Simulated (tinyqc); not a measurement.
Changing the process temperature: rapid thermal processing of a wafer: radiative balance, ramp and cooling, pattern effects, pyrometer error and spike budget. Computed by tinyqc, a small Python program. Command: `OMP_NUM_THREADS=1 python tinyqc.py 3111699 3111700 out.jsonl rtp sweep`. One thread of a shared host (Intel(R) Xeon(R) Processor @ 2.30GHz), about 0.07 s of CPU time with the checks.

The wafer is opaque and uniform through its thickness unless said otherwise; temperatures in formulas are in kelvin (C + 273.15). sigma = 5.670374419e-12 W/(cm^2 K^4).

Inputs (values chosen for the exercise, modelled on a hot silicon wafer):
```
quantity                                              value         unit
wafer thickness d                                       625   micrometre
heat capacity per volume C                              2.2   J/(cm^3 K)
thermal conductivity k                                 0.27     W/(cm K)
emissivity eps of each face                            0.57            -
reflectivity of the chamber walls r                   0.063            -
gas heat-transfer coefficient h, both faces together    3.5  mW/(cm^2 K)
wall temperature T_w                                    350            K
starting temperature                                    450            C
ramp rate                                                61          K/s
activation energy of the process E_a                   3.46           eV
```

Constants: k_B = 8.617333262e-05 eV/K.

Method:
- Effective emissivity between parallel grey plates: eps_eff = 1/(1/eps + 1/(1 - r) - 1). Loss per area q(T) = 2 eps_eff sigma (T^4 - T_w^4) + h (T - T_w).
- Absorbed power during a ramp = q(T) + C d x ramp rate; thermal time constant tau = C d/(dq/dT), dq/dT = 8 eps_eff sigma T^3 + h; natural cooling rate q/(C d); front-to-back difference under one-sided heating at the end of the ramp = (absorbed power) d/(2 k).
- Cooling with the lamps off: C d dT/dt = -q(T), integrated adaptively (relative tolerance 1e-10).
- Spike anneal: linear ramp to the peak, then lamps off. Equivalent time at the peak = int exp(-(E_a/k_B)(1/T - 1/T_peak)) dt; estimate (k_B T^2/E_a)(1/ramp rate + 1/cooling rate). The ramp part uses 4000 trapezoid steps, the cooling part 4000 steps over 4 tau.
- Time within 50 K of the peak from the same curves.

One run for each value; columns: (1) process temperature (C); (2) holding power q (W/cm^2); (3) time constant tau (s); (4) natural cooling rate (K/s); (5) equivalent time, total (s):
```
(1)      (2)     (3)     (4)     (5)
620    5.769  6.4728   41.96  0.7991
710    7.939  5.0617   57.74  0.8074
800   10.695  4.0114   77.78  0.8298
890   14.148  3.2211  102.89  0.8646
980   18.421  2.6187  133.97  0.9108
1070  23.645  2.1538  171.96  0.9672
1160  29.961  1.7903  217.90  1.0332
1250  37.521  1.5028  272.88  1.1082
```

Over the rows, holding power q (W/cm^2) rises from 5.77 to 37.5; time constant tau (s) falls from 6.47 to 1.50; natural cooling rate (K/s) rises from 42.0 to 273.

Extremes, crossings and ranges named in words are read from the listed rows.
